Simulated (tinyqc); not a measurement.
Gas flow in a process chamber: flow regimes, conductance, effective pumping speed, pump-down, outgassing and purge: one step, computed by the program tinyqc. Command: `OMP_NUM_THREADS=1 python tinyqc.py 3121199 3121200 out.jsonl pump walk`. One thread of a shared host (Intel(R) Xeon(R) Processor @ 2.30GHz), about 0.08 s of CPU time with the checks.

Ideal gas, isothermal flow, a pump of constant speed at the end of a round pipe; process gas, volume gas and outgassing are given the same properties. 1 sccm = 101325 Pa x 1e-6 m^3/60 s x T/273.15 K.

Task: Molecular flow. Mean speed c = sqrt(8 k_B T/(pi m)); aperture conductance C_a = c pi d^2/16; molecular pipe C_m = C_a/(1 + 3 l/(4 d)) (Dushman form); viscous pipe C_v = pi d^4 p_mean/(128 eta l); Knudsen interpolation C = C_v + C_m (1 + x)/(1 + 1.24 x), x = d p_mean sqrt(m/(k_B T))/eta. Effective speed 1/S_eff = 1/S + 1/C_m; time constant V/S_eff; pressure at which the free path k_B T/(sqrt2 pi d_m^2 p) equals d.

Inputs (values chosen for the exercise, modelled on nitrogen near room temperature): molar mass M = 28.01 g/mol; molecular diameter = 0.37 nm; temperature T = 300 K; chamber volume V = 110 L; pipe diameter d = 25 cm; pipe length l = 66 cm; pump speed S = 900 L/s.

Constants: k_B = 1.380649e-23 J/K; u = 1.6605390666e-27 kg.

Give: mean speed c; C_a; C_m; S_eff in molecular flow; time constant; pressure where the free path equals d.

Result:

mean speed c = 476.2 m/s

C_a = 5844 L/s

C_m = 1961 L/s

S_eff in molecular flow = 616.9 L/s

time constant = 0.1783 s

pressure where the free path equals d = 0.02724 Pa

The pipe passes on 69 % of the pump speed.
